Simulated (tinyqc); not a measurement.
Inside a calculation. Method: plane-wave Kohn-Sham cycle with exchange-only LDA in a layered model solid. Computed by tinyqc, a small Python program that keeps every step. Settings: points = 16, plane-wave index or count = 3, electrons = 4, k points = 3, area = 35.0, mixing = 0.3, iteration cap = 64, Kerker q0 = 1.08. Command: `OMP_NUM_THREADS=1 python tinyqc.py 31413 31414 out.jsonl` (the two numbers bound the seeds that draw the settings). One thread of a shared host (Intel(R) Xeon(R) Processor @ 2.60GHz), about 0.02 s of CPU time with the checks.

A solid whose potential varies along x alone (atomic units):
```
parameter                      value
period a                   17.400000
cross-section of the cell  35.000000
electrons per cell                 4
grid points                       16
plane waves -n..n, n               3
k points                           3
V1 in V1 cos(2 pi x/a)     -0.530000
```

Stop when sqrt(dV sum R^2) is below 1e-8, dV = a A/N.

Course of the cycle:
```
iteration  E (hartree)  norm of the residual
1          -1.66434816              1.81e-01
2          -1.58776145              1.71e-01
3          -1.51730126              1.63e-01
4          -1.45268426              1.54e-01
5          -1.39355438              1.47e-01
6          -1.33953795              1.40e-01
7          -1.29026864              1.33e-01
8          -1.24539810              1.27e-01
9          -1.20459952              1.21e-01
10         -1.16756806              1.15e-01
11         -1.13401970              1.09e-01
...                ...                   ...
54         -0.87939072              2.71e-03
55         -0.87938318              2.43e-03
56         -0.87937725              2.18e-03
57         -0.87937259              1.96e-03
58         -0.87936891              1.76e-03
59         -0.87936601              1.58e-03
60         -0.87936373              1.42e-03
61         -0.87936192              1.27e-03
62         -0.87936049              1.14e-03
63         -0.87935936              1.02e-03
64         -0.87935846              9.19e-04
```

Can the last value be used, and what does the course show?

Not by the stop rule, although the second column moves by less than 1e-05 over the last three steps. Not converged within 64 iterations: the residual falls steadily but slowly, by a factor of about 0.90 a step. Reruns (cap 100 unless said): mixing 0.1: not converged; mixing 0.5, Kerker q0 1.0: converged in 87 (E = -0.87935); mixing 0.3, Pulay depth 5: converged in 42 (E = -0.87935); the original settings with a cap of 400: converged in 170 (E = -0.87935).
